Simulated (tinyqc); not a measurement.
p-type polysilicon, carrier trapping at grain boundaries: two steps of the calculation.

One-dimensional grains of size Lg, uniform ionised doping N, monovalent traps Qt at each boundary at a depth Et below (for electrons) or above (for holes) the band edge there, abrupt depletion of width W on each side of a boundary, Boltzmann statistics. xi is the distance from the band edge at the grain centre to the Fermi level. Trapped charge Qt/(1 + exp((xi + VB - Et)/Vt)) = 2 N W, barrier VB = q N W^2/(2 eps0 eps_r).

Values chosen for this exercise; values of the order met in polycrystalline silicon:
- T = 300 K (temperature)
- eps_r = 11.7 (relative permittivity)
- NB = 2.65e19 cm^-3 (valence-band density of states at T)
- Lg = 63 nm (grain size)
- Qt = 2.8e12 cm^-2 (trap density of a grain boundary)
- Et = 0.48 eV (depth of the trap level from the majority band edge at the boundary)
- ms = 0.26 m0 (mass for thermionic emission)
- fe = 1 (correction factor of the emission rate)
- mug = 240 cm^2/(V s) (mobility inside the grains)
- N = 1.3e18 cm^-3 (doping)

Constants: q = 1.602176634e-19 C, kB = 1.380649e-23 J/K, m0 = 9.1093837015e-31 kg, Vt = kB T/q, eps0 = 8.8541878128e-14 F/cm where lengths are in cm. Results are converted to the units shown.

Question 1. New W. Partly depleted grain, xi = Vt ln(NB/N): f = 1/(1 + exp((xi + VB - Et)/Vt)), g = Qt f - 2 N W, g' = -2 Qt f (1 - f) VB/(W Vt) - 2 N, W(new) = W - g/g'.

W at the start = 11 nm

Wanted: VB; f; g; g'; W after iteration 1.

Answer 1.

VB = 0.12164 V
f = 0.99998
g = -6.0054e10 cm^-2
g' = -2.6005e11 cm^-2/nm
W after iteration 1 = 10.769 nm

Question 2. Resistivity and effective mobility. n0 = NB exp(-xi/Vt); mean density n0 (1 - 2 W/Lg) by charge balance in a partly depleted grain, and n0 (sqrt(pi)/2) erf(u)/u with u = sqrt(VB/Vt) in a fully depleted one; v = sqrt(kB T/(2 pi ms m0)); barrier resistivity Vt exp(VB/Vt)/(q fe n0 v Lg); grain resistivity (1 - 2 W/Lg)/(q n0 mug); effective mobility 1/(q mean density total resistivity).

W = 10.769058 nm
xi = 0.077938104 V
VB = 0.11658552 V

Wanted: n0; mean density; v; barrier resistivity; grain resistivity; resistivity; effective mobility.

Answer 2.

n0 = 1.300e18 cm^-3
mean density = 8.556e17 cm^-3
v = 5.276e6 cm/s
barrier resistivity = 0.3394 ohm cm
grain resistivity = 0.01317 ohm cm
resistivity = 0.3526 ohm cm
effective mobility = 20.69 cm^2/(V s)

The resistivity is 17.6 times that of a single crystal with the same N and mobility mug, and the mean density is 65.8 % of N.

Program tinyqc, `OMP_NUM_THREADS=1 python tinyqc.py 2830023 2830024 out.jsonl`; Intel Xeon 2.30GHz, shared host, one thread, about 0.01 s.
